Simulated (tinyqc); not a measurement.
What moves the results: sp3s* tight binding with spin-orbit coupling. A value that a table varies takes the place of the one given here.

sp3s* tight binding, nearest neighbours only: anion (a) at 0, cation (c) at a/4 (1,1,1), orbitals s, px, py, pz, s* on each; k in units of 2 pi/a. With phases e_j = exp(i (pi/2) k.n_j) for n = (1,1,1), (1,-1,-1), (-1,1,-1), (-1,-1,1): g0 = (e1+e2+e3+e4)/4, g1 = (e1+e2-e3-e4)/4, g2 = (e1-e2+e3-e4)/4, g3 = (e1-e2-e3+e4)/4. The diagonal holds the levels Esa, Epa, Exa (s*) and Esc, Epc, Exc. Anion-cation block: <sa|sc> = Vss g0; <sa|xc> = Vsapc g1; <xa|sc> = -Vscpa g1; <xa|xc> = Vxx g0; <xa|yc> = <ya|xc> = Vxy g3, <xa|zc> = <za|xc> = Vxy g2, <ya|zc> = <za|yc> = Vxy g1; <s*a|xc> = Vxapc g1; <xa|s*c> = -Vpaxc g1; y and z take g2 and g3 in place of g1; s-s* and s*-s* vanish.

Spin-orbit coupling acts within the p shell of each atom as (D/3) L.sigma, D = Da or Dc: it puts four states at Ep + D/3 and two at Ep - 2D/3.

Values chosen for the exercise (near a published set for InP, fitted to gaps, whose masses and valley positions are rough; spin-orbit coupling, where it is added without a refit, lifts the valence top and shrinks all gaps by about a third of the splitting; not measured data): Esa = -8.648 eV (s level of the anion); Epa = 0.878 eV (p level of the anion); Esc = -1.48 eV (s level of the cation); Epc = 4.099 eV (p level of the cation); Exa = 8.148 eV (s* level of the anion); Exc = 7.151 eV (s* level of the cation); Vss = -5.322 eV (s-s); Vxx = 1.898 eV (px-px); Vxy = 4.18 eV (px-py); Vsapc = 2.25 eV (s anion, p cation); Vscpa = 5.607 eV (s cation, p anion); Vxapc = 3.453 eV (s* anion, p cation); Vpaxc = 4.49 eV (p anion, s* cation); Da = 0.068 eV (atomic spin-orbit splitting, anion); Dc = 0.378 eV (the same, cation); eta = 2 (scaling exponent); D001 = 1.06 (ratio -ezz/exx).

## What the s* orbital does

The s* couplings Vxapc and Vpaxc are scaled by f; f = 0 is the plain sp3 model. Gaps from the top of the valence band at Gamma; the Delta value is the minimum on (x,0,0), 0.5 <= x <= 1.

Gaps (eV):

| f | Gamma | Delta | L | x of the minimum |
|---|---|---|---|---|
| 0.00 | 1.3124 | 3.6444 | 2.8239 | 0.500 |
| 0.25 | 1.3124 | 3.5708 | 2.7462 | 0.500 |
| 0.50 | 1.3124 | 3.3706 | 2.5337 | 0.500 |
| 0.75 | 1.3124 | 3.0884 | 2.2313 | 0.500 |
| 0.90 | 1.3124 | 2.7109 | 2.0250 | 1.000 |
| 1.00 | 1.3124 | 2.4173 | 1.8815 | 1.000 |
| 1.10 | 1.3124 | 2.1174 | 1.7349 | 1.000 |

The gap at Gamma stays, since g1 to g3 vanish there. From f = 0 to 1 the s* levels lower the Delta value by 1.227 eV and L by 0.942 eV. For f = 0, 0.25, 0.5 and 0.75 the least value lies at x = 0.5, the end of the range: any valley further out lies above that value until s* has lowered it enough. The lowest of the three is Gamma at both f = 0 and f = 1.

## Hydrostatic strain (sp3s* tight binding with spin-orbit coupling, strained)

Strain e moves each bond vector to d = (1 + e) d0 (no internal displacement for the diagonal strains used here) and k is given in fractions of the strained reciprocal cell, so the phases stay. Two-centre values Vss_sigma = Vss/4, Vsp_sigma = sqrt3 V/4 for each s-p and s*-p pair, Vpp_sigma = (Vxx + 2 Vxy)/4, Vpp_pi = (Vxx - Vxy)/4 are scaled by (d0/d)^eta and combined with the new direction cosines; the levels on the diagonal stay.

exx = eyy = ezz = e. Gaps as measured from the top of the valence band; the deformation potentials are (gap(0.01) - gap(-0.01))/0.06.

Gaps (eV):

| e | Gamma | Delta | L | x of the minimum |
|---|---|---|---|---|
| -0.03 | 1.6831 | 2.3623 | 2.0126 | 1.000 |
| -0.02 | 1.5549 | 2.3809 | 1.9678 | 1.000 |
| -0.01 | 1.4314 | 2.3993 | 1.9241 | 1.000 |
| 0.00 | 1.3124 | 2.4173 | 1.8815 | 1.000 |
| 0.01 | 1.1977 | 2.4350 | 1.8398 | 1.000 |
| 0.02 | 1.0871 | 2.4523 | 1.7992 | 1.000 |
| 0.03 | 0.9804 | 2.4694 | 1.7596 | 1.000 |

gap deformation potentials (eV): Gamma -3.896, Delta 0.595, L -1.405

Per unit of volume strain the gaps move by -3.90 (Gamma), +0.60 (Delta) and -1.41 eV (L). The lowest valley stays Gamma over the range. These potentials follow from the one exponent eta, which fitted models replace by one for each integral; with it the sizes are rough, the sign for Delta can be wrong (in Si, Ge and the III-V crystals measured values are small and positive), and the pressures at which valleys cross, and which valley takes over, are rough too. A gap of zero, where one is listed, marks an s level that has sunk below the valence top.

## Biaxial strain splits the top of the valence band (sp3s* tight binding, strained)

No spin-orbit coupling; k = 0; exx = eyy = e, ezz = -D001 e. The four bonds keep equal lengths, and the sums over them give Vxx(e) for px and py and Vzz(e) for pz; each level is the lower root of [[Epa, V], [V, Epc]], and the s level the upper root of the s block. The shear potential b follows from E(x,y) - E(z) = 3 b (exx - ezz), taken as the slope between e = -0.005 and 0.005.

Couplings and levels at Gamma (eV):

| e | ezz | Vxx(e) | Vzz(e) | E(x,y) | E(z) | E(x,y) - E(z) (meV) | upper s level |
|---|---|---|---|---|---|---|---|
| -0.020 | 0.0212 | 1.8036 | 2.1567 | 0.0705 | -0.2032 | 273.7 | 1.4065 |
| -0.010 | 0.0106 | 1.8516 | 2.0260 | 0.0345 | -0.0997 | 134.1 | 1.3797 |
| -0.005 | 0.0053 | 1.8750 | 1.9617 | 0.0168 | -0.0496 | 66.4 | 1.3661 |
| 0.005 | -0.0053 | 1.9205 | 1.8350 | -0.0179 | 0.0470 | -64.9 | 1.3384 |
| 0.010 | -0.0106 | 1.9426 | 1.7727 | -0.0349 | 0.0935 | -128.4 | 1.3244 |
| 0.020 | -0.0212 | 1.9856 | 1.6501 | -0.0681 | 0.1828 | -250.8 | 1.2960 |

b = -2.125 eV

Under tension in the plane (e > 0) the bonds tilt towards the plane, Vxx grows to 1.9426 and Vzz falls to 1.7727 eV at e = 0.01, and the pz state forms the top of the valence band, by 128.4 meV; under compression (e = -0.01) the px, py pair does, by 134.1 meV. The slope gives b = -2.12 eV, a rough value, since on-site strain terms are left out (measured values lie near -2 eV).

## What each parameter does

Gaps from the top of the valence band at Gamma; Delta is the minimum on (x,0,0), 0.5 <= x <= 1. Each row changes one parameter from the base and keeps the others.

Results:

| case | Ev (eV) | gap Gamma (eV) | gap Delta (eV) | gap L (eV) |
|---|---|---|---|---|
| base | 0.0399 | 1.3124 | 2.4173 | 1.8815 |
| Vxapc = 3.653 eV | 0.0399 | 1.3124 | 2.2443 | 1.8232 |
| Esc = -1.68 eV | 0.0399 | 1.1571 | 2.4173 | 1.8043 |
| Esa = -8.448 eV | 0.0399 | 1.3571 | 2.4232 | 1.8955 |
| Exc = 6.951 eV | 0.0399 | 1.3124 | 2.4173 | 1.8717 |
| Vxx = 1.598 eV | 0.2571 | 1.0952 | 2.2001 | 1.6140 |
| Vxy = 3.98 eV | 0.0399 | 1.3124 | 2.4171 | 1.9495 |

The largest shifts from the base row, up to three for each result and ties (the steps differ in size, so this ranks the rows, not the parameters). Ev (eV): Vxx +0.2172; unchanged at the printed digits by Vxapc, Esc, Esa, Exc and Vxy. gap Gamma (eV): Vxx -0.2172, Esc -0.1553, Esa +0.0447; unchanged at the printed digits by Vxapc, Exc and Vxy. gap Delta (eV): Vxx -0.2172, Vxapc -0.1730, Esa +0.0059; unchanged at the printed digits by Esc and Exc. gap L (eV): Vxx -0.2674, Esc -0.0772, Vxy +0.0680. Vxapc, Exc and Vxy cannot move Ev or the gap at Gamma, whose blocks do not hold them; s parameters never move Ev, and move the gap only where the lowest empty level at Gamma is s-like.

Run: tinyqc, `OMP_NUM_THREADS=1 python tinyqc.py 1480557 1480558 out.jsonl`; Intel(R) Xeon(R) Processor @ 2.30GHz, one thread, shared host; about 0.1 s of CPU time with all checks.
